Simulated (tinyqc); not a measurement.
Worked calculation: Hubbard ring of 6 sites. One step of it, computed by the program tinyqc.

Problem. Mean-field iteration 3. H(up) = T + U n(down), H(down) = T + U n(up); fill the lowest levels; n(new) = n + mixing (n(out) - n); E = tr T (rho up + rho down) + U sum n_up n_down of the output.

one-body matrix (hopping and site energies) (eV):
```
           1          2          3          4          5          6
1  -0.900000  -0.630000   0.000000   0.000000   0.000000  -0.630000
2  -0.630000  -0.260000  -0.630000   0.000000   0.000000   0.000000
3   0.000000  -0.630000   0.590000  -0.630000   0.000000   0.000000
4   0.000000   0.000000  -0.630000  -0.810000  -0.630000   0.000000
5   0.000000   0.000000   0.000000  -0.630000  -0.120000  -0.630000
6  -0.630000   0.000000   0.000000   0.000000  -0.630000  -0.450000
```

U = 8.300000 eV

electrons, up and down: 3  3

mixing = 0.500000

n(up) after iteration 2: 1 0.979124, 2 0.022545, 3 0.974575, 4 0.025142, 5 0.976634, 6 0.021981

n(down) after iteration 2: 1 0.023509, 2 0.977933, 3 0.019894, 4 0.979943, 5 0.020985, 6 0.977736

Give: levels, up; levels, down; energy; n(up) after iteration 3; n(down) after iteration 3.

Solution.

levels, up (eV): -0.8021  -0.0512  0.6473  7.4235  7.7571  7.9754

levels, down (eV): -0.7001  -0.3704  -0.1560  7.3273  8.0789  8.7703

energy = -2.5255 eV

n(up) after iteration 3: 1 0.9843, 2 0.0175, 3 0.9793, 4 0.0204, 5 0.9816, 6 0.0169

n(down) after iteration 3: 1 0.0186, 2 0.9830, 3 0.0146, 4 0.9852, 5 0.0158, 6 0.9828
